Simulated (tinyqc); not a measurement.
# Worked calculation: p-n heterojunction, non-linear Poisson equation by Newton steps, Boltzmann statistics

Program tinyqc, `OMP_NUM_THREADS=1 python tinyqc.py 2040110 2040111 out.jsonl`; Intel Xeon 2.30GHz, shared host, one thread, about 0.06 s. Printed values are rounded; ~0 in a residual or rate marks an entry under 1e-11 of the largest of its column.

One dimension, material 1 (p-type) at x < 0 and material 2 (n-type) at x > 0. Band edges: Ec = -psi in material 1 and -psi + dEc in material 2, Ev = Ec - Eg. Flat quasi-Fermi levels: 0 for holes, +V for electrons. n = Nc F((EFn - Ec)/Vt), p = Nv F((Ev - EFp)/Vt), with F(eta) = exp(eta) (Boltzmann statistics); full ionisation, no interface charge, classical densities; the doping types are chosen for the exercise.

Parameters, values chosen for the exercise; band and dielectric values close to those of GaAs and InGaP:

| symbol | value | unit | meaning |
|---|---|---|---|
| T | 350 | K | temperature |
| Eg1 | 1.43 | eV | band gap of material 1 |
| er1 | 12.9 |  | relative permittivity of material 1 |
| Nc1 | 5.49e17 | cm^-3 | conduction-band density of states of material 1 |
| Nv1 | 1.12e19 | cm^-3 | valence-band density of states of material 1 |
| Eg2 | 1.88 | eV | band gap of material 2 |
| er2 | 11.6 |  | relative permittivity of material 2 |
| Nc2 | 1.14e18 | cm^-3 | conduction-band density of states of material 2 |
| Nv2 | 1.92e19 | cm^-3 | valence-band density of states of material 2 |
| dEc | 0.13 | eV | conduction-band offset Ec2 - Ec1 |
| N1 | 1.3e17 | cm^-3 | acceptor density of material 1 |
| N2 | 8.8e15 | cm^-3 | donor density of material 2 |
| V | 0 | V | bias of side 1 against side 2 |

Constants: q = 1.602176634e-19 C, kB = 1.380649e-23 J/K, Vt = kB T/q, eps0 = 8.8541878128e-14 F/cm where lengths are in cm. Results are converted to the units shown.

## Offsets and end potentials

dEv = Ev1 - Ev2 = Eg2 - Eg1 - dEc. Neutrality of the majority carriers far from the junction: Nv1 F((-psi_L - Eg1)/Vt) = N1 and Nc2 F((V + psi_R - dEc)/Vt) = N2. Total bending psi_R - psi_L.

dEv = 0.32 eV
psi_L = -1.29560 V
psi_R = -0.0167024 V
psi_R - psi_L = 1.27890 V

The alignment is straddling (type I): dEc and dEv have the same sign.

## Permittivity of the intervals

x, node 0 to 11 (nm): -139  -102  -70.4  -45  -24.1  -7  7  35.6  93.8  213  455  950

er1 or er2; the interface lies midway in its interval, which gets the series value 2 er1 er2/(er1 + er2).

eps_r, interval 0 to 10: 12.9  12.9  12.9  12.9  12.9  12.2155  11.6  11.6  11.6  11.6  11.6

## Couplings between neighbouring nodes

a_i = eps0 eps_r/h_i for the interval from node i to i + 1, with h_i = x_(i+1) - x_i in cm.

coupling a_i, interval 0 to 10 (F/cm^2): 3.08700e-7  3.61453e-7  4.49681e-7  5.46503e-7  6.67948e-7  7.72560e-7  3.59121e-7  1.76475e-7  8.61649e-8  4.24416e-8  2.07492e-8

## Starting potential

material, node 0 to 11: 1  1  1  1  1  1  2  2  2  2  2  2

psi_L + (psi_R - psi_L)(1 + tanh(x/s))/2 on the inner nodes with s = 91 nm, psi_L and psi_R on the ends.

psi at the start, node 0 to 11 (V): -1.29560  -1.17275  -1.07117  -0.94888  -0.82165  -0.70524  -0.60706  -0.41802  -0.16108  -0.02844  -0.01676  -0.01670

## Iteration 1: densities, residual and Jacobian diagonal

n_i = Nc F(a_n), a_n = (V - Ec_i)/Vt; p_i = Nv F(a_p), a_p = (Ec_i - Eg)/Vt; rho_i = p_i - n_i + C_i with C = -N1 or +N2; g_i = (n_i + p_i)/Vt. Box widths w_i = (h_(i-1) + h_i)/2 in cm. Residual F_i = a_i (psi_(i+1) - psi_i) - a_(i-1) (psi_i - psi_(i-1)) + q rho_i w_i; Jacobian: a_(i-1) and a_i beside the diagonal, b_i = -a_(i-1) - a_i - q g_i w_i on it. The two end nodes are fixed.

```
node   n (cm^-3)   p (cm^-3)
0       0.121270      1.3e17
1        7.12491  2.21267e15
2        206.698  7.62713e13
3        11920.2  1.32256e12
4      8.09756e5  1.94689e10
5      3.84170e7   4.10368e8
6      2.77788e7     669.398
7     1.46479e10     1.26947
8     7.33748e13  2.53426e-4
9     5.96209e15  3.11888e-6
10    8.78308e15  2.11715e-6
11        8.8e15  2.11307e-6
```

```
node  residual F (C/cm^2)  diagonal b (F/cm^2)
1             -7.14372e-8          -7.10469e-7
2             -4.10458e-8          -8.12289e-7
3             -3.36770e-8          -9.96200e-7
4             -3.13539e-8          -1.21445e-6
5             -3.42885e-8          -1.44051e-6
6             -4.96094e-9          -1.13168e-6
7             -1.64258e-8          -5.35596e-7
8             -2.15134e-8          -2.66097e-7
9             -2.72096e-9          -7.00593e-7
10           -3.94782e-10          -1.78250e-6
```

## Iteration 1: Newton step

Solve the tridiagonal system a_(i-1) d_(i-1) + b_i d_i + a_i d_(i+1) = -F_i for nodes 1 to 10, with d = 0 on fixed nodes. The full step is added.

Newton step d, node 1 to 10 (V): -0.54425  -0.87213  -1.04664  -1.12864  -1.14880  -1.12184  -1.05003  -0.81083  -0.10377  -0.00269
psi after iteration 1, node 0 to 11 (V): -1.29560  -1.71699  -1.94330  -1.99552  -1.95029  -1.85404  -1.72890  -1.46805  -0.97191  -0.13221  -0.01945  -0.01670

## Iteration 2: densities, residual and Jacobian diagonal

As before.

```
node    n (cm^-3)   p (cm^-3)
0        0.121270      1.3e17
1      1.03746e-7  1.51959e23
2     5.71786e-11  2.75717e26
3     1.01230e-11  1.55735e27
4     4.53507e-11  3.47627e26
5      1.10295e-9  1.42936e25
6      1.94954e-9  9.53817e18
7      1.11172e-5  1.67264e15
8         154.933   1.20020e8
9      1.91067e14  9.73221e-5
10     8.03304e15  2.31482e-6
11         8.8e15  2.11307e-6
```

```
node  residual F (C/cm^2)  diagonal b (F/cm^2)
1               0.0835083             -2.76878
2                 125.898             -4174.24
3                 577.629             -19151.7
4                 105.822             -3508.62
5                 3.56107             -118.070
6              3.25503e-6          -1.09055e-4
7                      ~0          -5.74158e-7
8                      ~0          -2.62640e-7
9             -4.26561e-8          -1.46937e-7
10                     ~0          -1.63568e-6
```

## Iteration 2: Newton step

As before.

Newton step d, node 1 to 10 (V): 0.030161  0.030161  0.030161  0.030161  0.030161  0.029974  -0.026533  -0.153909  -0.383464  -0.010073
psi after iteration 2, node 0 to 11 (V): -1.29560  -1.68683  -1.91314  -1.96536  -1.92013  -1.82388  -1.69893  -1.49458  -1.12582  -0.51568  -0.02953  -0.01670

## Course of the Newton iteration

Stop when the largest undamped |d| is below 1e-9 V, or after 80 iterations.

Course of the iteration:
```
iteration  largest |F| (C/cm^2)  largest |d| (V)  at node
1                       7.14e-8             1.15        5
2                           578            0.383        9
3                           212           0.0573        9
4                          78.2           0.0302        4
5                          28.8           0.0302        4
6                          10.6           0.0302        4
7                          3.89           0.0302        4
8                          1.43           0.0302        4
9                         0.527           0.0302        4
...                         ...              ...      ...
21                      3.24e-6           0.0301        3
22                      1.19e-6           0.0300        3
23                      4.34e-7           0.0290        3
24                      1.51e-7           0.0247        3
25                      4.40e-8           0.0144        3
26                      7.28e-9          3.48e-3        3
27                     2.95e-10          1.57e-4        3
28                     5.56e-13          3.05e-7        3
29                     2.09e-18         1.18e-12        3
```

Converged in 29 iterations. Once the step is below 0.1 Vt, 2 more iteration(s) reach the threshold: near the solution the error is roughly squared each time.

## Band edges, densities and displacement

converged psi, node 0 to 11 (V): -1.29560  -1.29550  -1.29477  -1.29060  -1.27370  -1.22928  -1.15360  -0.99917  -0.71957  -0.29207  -0.02404  -0.01670

Ec, Ev, n and p as defined; D = a_k (psi_(k+1) - psi_k) on the interval that holds the interface.

```
node  Ec (eV)   Ev (eV)   n (cm^-3)   p (cm^-3)
0     1.29560  -0.13440    0.121270      1.3e17
1     1.29550  -0.13450    0.121668  1.29575e17
2     1.29477  -0.13523    0.124652  1.26473e17
3     1.29060  -0.13940    0.143128  1.10147e17
4     1.27370  -0.15630    0.250691  6.28865e16
5     1.22928  -0.20072     1.09326  1.44203e16
6     1.28360  -0.59640    0.374816  4.96111e10
7     1.12917  -0.75083     62.7455   2.96357e8
8     0.84957  -1.03043   6.66173e5     27913.3
9     0.42207  -1.45793  9.53603e11   0.0194998
10    0.15404  -1.72596  6.89906e15  2.69530e-6
11    0.14670  -1.73330      8.8e15  2.11307e-6
```

D = 58.4639 nC/cm^2

## Check against the first integral

Exact first integral: on each side D^2/(2 eps0 er) = G, G = q [Vt (nI_j - nI_b) + Vt (pI_j - pI_b) - C (psi_j - psi_b)], with C = -N1 or +N2, b the neutral end of that side, and nI, pI the densities themselves. D is continuous, so er1 G1(psi_j) = er2 G2(psi_j) fixes psi_j. Ends from Nv1 F((-psi_L - Eg1)/Vt) = N1 and Nc2 F((V + psi_R - dEc)/Vt) = N2. D is counted positive when psi rises towards material 2.

psi_j = -1.19659 V
D = 57.7048 nC/cm^2
psi_j - psi_L = 0.0990134 V
psi_R - psi_j = 1.17988 V
Ec1 - EFn at the interface = 1.19659 eV
Ec2 - EFn at the interface = 1.32659 eV

Material 2 takes 92.3 % of the bending. The 12-node mesh gave D = 58.46 nC/cm^2, 1.3 % above the exact value in size.
